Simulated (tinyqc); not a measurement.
Along the channel and with depth: stress in a transistor channel from embedded alloy regions, liners and fins, by half-space elasticity. Computed by tinyqc, a small Python program. Command: `OMP_NUM_THREADS=1 python tinyqc.py 3001333 3001334 out.jsonl stressor walk`. One thread of a shared host (Intel(R) Xeon(R) Processor @ 2.30GHz), about 0.01 s of CPU time with the checks.

Plane strain in an isotropic half-space, the same constants everywhere; x along the channel from its centre, y downwards from the free surface; stress is positive in tension.

Inputs (values chosen for the exercise, modelled on silicon):

| quantity | value | unit |
|---|---|---|
| alloy fraction x | 0.48 | - |
| lattice change per unit x, beta | 0.0426 | - |
| Young's modulus E | 165 | GPa |
| Poisson ratio nu | 0.22 | - |
| channel length L | 112 | nm |
| length of each stressor S | 100 | nm |
| recess depth d | 35 | nm |
| depth of the field point y | 4.4 | nm |

Stressor: Si(1-x)Ge(x) source and drain.

Method. Misfit e = beta x. A fully constrained inclusion holds the stress -p with p = E e/(1 - 2 nu); a blanket film would hold -E e/(1 - nu) in the plane. A line element dA of misfit at (a, c) in the half-space gives, with C = E e/(2 pi (1 - nu)), X = x - a, r1^2 = X^2 + (y - c)^2, r2^2 = X^2 + Y^2, Y = y + c: s_xx = -C dA {[X^2 - (y - c)^2]/r1^4 + 3 [X^2 - Y^2]/r2^4 + 4 y Y (Y^2 - 3 X^2)/r2^6}, s_yy = C dA {[X^2 - (y - c)^2]/r1^4 - [X^2 - Y^2]/r2^4 + 4 y Y (Y^2 - 3 X^2)/r2^6}. These are integrated over two rectangles, L/2 < |a| < L/2 + S, 0 < c < d (closed form in a, 200 Gauss-Legendre points in c).

misfit e = 0.020448

Stress (MPa):

| 2x/L | s_xx at y | s_yy at y | s_xx at d/2 | s_xx at 1.5 d |
|---|---|---|---|---|
| 0.0 | -1728.6 | -9.129 | -1208.4 | -85.70 |
| 0.2 | -1774.7 | -9.605 | -1206.2 | -73.48 |
| 0.4 | -1910.4 | -10.378 | -1192.1 | -38.04 |
| 0.6 | -2107.4 | -7.190 | -1156.4 | 24.68 |
| 0.8 | -2172.3 | 36.279 | -1187.7 | 151.05 |

What does the comparison show, and why?

Near the surface s_xx changes by +26 % from the centre to 2x/L = 0.8. At the centre, s_xx at half the recess depth is 0.70 of its value at y, and below the recess 0.05. An element acts with the sign of X^2 - (y - c)^2, so its direct term reverses where the offset in depth exceeds the lateral distance, and the image terms that amplify the stress near the surface fade with depth. Caution: at such misfit the regions may relax by dislocations, and linear elasticity is rough.
